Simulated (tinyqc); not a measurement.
Worked calculation: correction of a charged-defect supercell by a model charge and potential alignment (plane-averaged potentials). Computed by tinyqc, a small Python program that keeps every step. Command: `OMP_NUM_THREADS=1 python tinyqc.py 3112379 3112380 out.jsonl align walk`. One thread of a shared host (Intel(R) Xeon(R) Processor @ 2.30GHz), about 0.01 s of CPU time with the checks. Intermediate numbers are printed to about 7 digits and carried at full precision; extremes and crossings named in words are read from the listed rows.

The "true" defect charge is (1 - x) q in a Gaussian of width sigma plus x q in one of width sigma_t, so the exact answer is known; the correction sees only a single model Gaussian of width sigma_m. A Gaussian of width s has the transform rho(G) = exp(-G^2 s^2/2), normalised to 1. A uniform background cancels q, so G = 0 is left out. Potentials are those felt by a unit positive charge. E_0 is the formation energy of the isolated defect, E_cell its value in the supercell, E_lat = E_iso - E_per of the model charge, C the true less the model potential far from the defect; the exact correction is E_0 - E_cell, and the error of a scheme is E_cell plus its correction less E_0.

Inputs (values chosen for the exercise, with screening close to that of silicon):
```
quantity                                     value      unit
defect charge q                                  1         e
dielectric constant eps                         12         -
edge of the cubic cell L                      17.4  angstrom
width sigma of the true defect charge          1.3  angstrom
width sigma_m of the model charge             0.93  angstrom
share x of the charge in a wide tail          0.22         -
width sigma_t of the tail                      2.3  angstrom
formation energy of the isolated defect E_0   3.24        eV
```

Constants: e^2/(4 pi eps_0) = 14.39964548 eV angstrom.

## The supercell energy and its true error

Periodic energy E_per = (2 pi q^2/(eps L^3)) (e^2/(4 pi eps_0)) sum_(G != 0) rho(G)^2/G^2, G = (2 pi/L)(n1, n2, n3), |n_i| <= 16. Isolated energy: two Gaussians of charges q_a, q_b and widths a, b interact by q_a q_b (e^2/(4 pi eps_0 eps)) sqrt(2/pi)/sqrt(a^2 + b^2), and the self-energy is half the sum over pairs. Supercell value E_cell = E_0 + E_per - E_iso for the true charge.

E_iso, true charge = 0.2277309 eV

E_per, true charge = 0.1334478 eV

E_cell = 3.145717 eV

exact correction = 0.09428318 eV

## Lattice energy of the model charge

E_lat = E_iso - E_per for the model charge; point-charge value alpha q^2 e^2/(4 pi eps_0 eps 2 L) with alpha = 2.837297.

E_iso, model = 0.3639843 eV

E_per, model = 0.2673867 eV

E_lat = 0.09659758 eV

point-charge value = 0.09783542 eV

## Plane-averaged potentials

Plane-averaged potential at distance z from the defect: V(z) = (4 pi q/(eps L^3)) (e^2/(4 pi eps_0 e)) sum_(m != 0) rho(G_m) cos(G_m z)/G_m^2, G_m = 2 pi m/L, |m| <= 40.

Potentials (V):
```
z/L   z (angstrom)         true        model    difference
0.00          0.00   0.04556901   0.05497774  -0.009408735
0.05          0.87   0.04159079   0.04851717  -0.006926374
0.10          1.74   0.03138674   0.03390652  -0.002519780
0.15          2.61   0.01848992   0.01817476   0.000315158
0.20          3.48   0.00566638   0.00412559   0.001540791
0.25          4.35  -0.00576542  -0.00778950   0.002024084
0.30          5.22  -0.01532580  -0.01753902   0.002213226
0.35          6.09  -0.02283925  -0.02512199   0.002282740
0.40          6.96  -0.02823278  -0.03053840   0.002305611
0.45          7.83  -0.03147607  -0.03378824   0.002312171
0.50          8.70  -0.03255804  -0.03487152   0.002313482
```

The difference moves by 0.01 mV between z/L = 0.4 and 0.5: a plateau.

## Alignment and corrected energy

C = difference at z = L/2; E_corr = E_cell + E_lat - q C. For charges that have died out at L/2, C = (2 pi q/(eps L^3)) (e^2/(4 pi eps_0 e)) (<s^2> - sigma_m^2), <s^2> = (1 - x) sigma^2 + x sigma_t^2.

alignment C = 0.002313482 V

C, closed form = 0.002314406 V

E_corr = 3.240001 eV

error with alignment (rounded to 1e-4 meV) = 9.00e-04 meV

error without alignment = 2.314405 meV

error with the point-charge term alone = 3.552240 meV

error without correction = -94.28318 meV

Errors are measured against E_0. Alignment cuts the error of the model charge from 2.3 to below 0.001 meV.

## Errors against cell size

Schemes: none; point-charge term alpha q^2 e^2/(4 pi eps_0 eps 2 L), alpha = 2.837297; E_lat of the model; E_lat - q C with C at z = L/2.

Error against E_0 (meV):
```
L (angstrom)       none  point charge  model charge  model and alignment
12.2          -129.2331      10.30265      6.711496            0.1241081
14.8          -109.2503       5.77246      3.760925            0.0120332
17.4           -94.2832       3.55224      2.314405            0.0009229
```

Between the last two rows the uncorrected error scales as L^-0.91 and the point-charge remainder as L^-3.00. With alignment the error is +0.1 meV in the smallest cell and 0.00 meV in the largest.

Checks made by the program: E_lat against the point-charge value less 2 pi q^2 sigma_m^2 e^2/(4 pi eps_0 eps L^3) (relative difference 2e-07).
